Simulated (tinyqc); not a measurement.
Raman line shape of confined optical phonons and breathing modes of small crystals: one step, computed by the program tinyqc. Command: `OMP_NUM_THREADS=1 python tinyqc.py 3022166 3022167 out.jsonl confine walk`. One thread of a shared host (Intel(R) Xeon(R) Processor @ 2.30GHz), about 0.02 s of CPU time with the checks.

Confinement in 1 direction(s) lets phonons with q away from zero scatter light. q is in units of 2 pi/a, from 0 to 1, and the branch is isotropic: omega(q)^2 = (omega_0^2 + omega_X^2)/2 + ((omega_0^2 - omega_X^2)/2) cos(pi q). The model and its constant beta are phenomenological; beta = 8 is the common choice.

Task: Range of wave vectors. Weight W(q) = q^0 exp(-(2 L q/a)^2/(2 beta)) dq, that is exp(-k^2 L^2/(2 beta pi^2)) for k = 2 pi q/a. Width q_c = a sqrt(2 beta)/(2 L), where the exponential falls to 1/e; curvature of the branch: omega(q) = omega_0 - c q^2, c = pi^2 (omega_0^2 - omega_X^2)/(8 omega_0); for small q_c the mean of q^2 is (number of confined directions) q_c^2/2, and the mean shift is -c times that.

Inputs (values chosen for the exercise, modelled on silicon):

| quantity | value | unit |
|---|---|---|
| bulk frequency omega_0 | 520.7 | 1/cm |
| frequency at the zone boundary omega_X | 431 | 1/cm |
| lattice constant a | 5.431 | angstrom |
| size L | 3.1 | nm |
| confinement constant beta | 4 | - |

Shape: film.

Give: q_c; curvature c; mean shift, quadratic estimate; omega(q_c) - omega_0.

Result:

q_c = 0.2478 2 pi/a

curvature c = 202.3 1/cm

mean shift, quadratic estimate = -6.208 1/cm

omega(q_c) - omega_0 = -11.94 1/cm
